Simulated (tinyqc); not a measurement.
# Film and buried-oxide thickness from two coupling ratios

Problem. In a depleted film -dVT/dVb is k1 = Cs Cbox/(Cox (Cs + Cbox)) for a front channel and k2 = Cbox (Cox + Cs)/(Cox Cs) for a back channel, with Cox = eps0 eox/tox, Cs = eps0 eps_r/ts, Cbox = 3.9 eps0/tb. Find ts and tb.

Inputs (values chosen for the exercise); band and dielectric values close to those of silicon:
```
symbol,value,unit,meaning
eps_r,11.9,,relative permittivity
eox,3.9,,relative permittivity of the gate insulator (close to silicon dioxide)
tox,2.3,nm,insulator thickness
```

coupling ratios for a front and a back channel: [0.059374797, 0.10910743]

Solution. With y = Cox/Cs and z = Cox/Cbox, 1/k1 = y + z and k2 = (1 + y)/z, so y = (k2/k1 - 1)/(1 + k2); the thicknesses follow from y and z.

ts = 5.300 nm
tb = 37.00 nm

Program tinyqc, `OMP_NUM_THREADS=1 python tinyqc.py 2190115 2190116 out.jsonl`; Intel Xeon 2.30GHz, shared host, one thread, about 0.5 s.
